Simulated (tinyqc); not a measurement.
Chemical-mechanical planarisation: Preston law, pattern density and step-height reduction: one step, computed by the program tinyqc.

A row of 12 cells, repeated periodically, holds raised features that cover a share rho of each cell.

Task: Effective density. The stiff pad averages the density: rho_eff(i) = sum_j w_ij rho_j / sum_j w_ij, w = exp(-2 d^2/L^2), L the planarisation length and d the distance between cell centres, summed over all periodic images of cell j.

Inputs (values chosen for the exercise, close to those used for oxide polishing): cell size = 1.4 mm; planarisation length = 3.7 mm.

local pattern densities, cell by cell: 0.6  0.1  0.2  0.9  0.4  0.3  0.9  0.9  0.2  0.1  0.5  0.3

Give: normalised weights (images included) for cells 0, 1, 2, ... apart; effective densities.

Result:

normalised weights (images included) for cells 0, 1, 2, ... apart: 0.3019  0.2267  0.0960  0.0229  0.0031  0.0002  0.0000

effective densities: 0.3642  0.3490  0.4015  0.4845  0.5240  0.5682  0.6266  0.5841  0.4387  0.3400  0.3451  0.3742

Local densities span 0.1 to 0.9, effective ones 0.340 to 0.627.
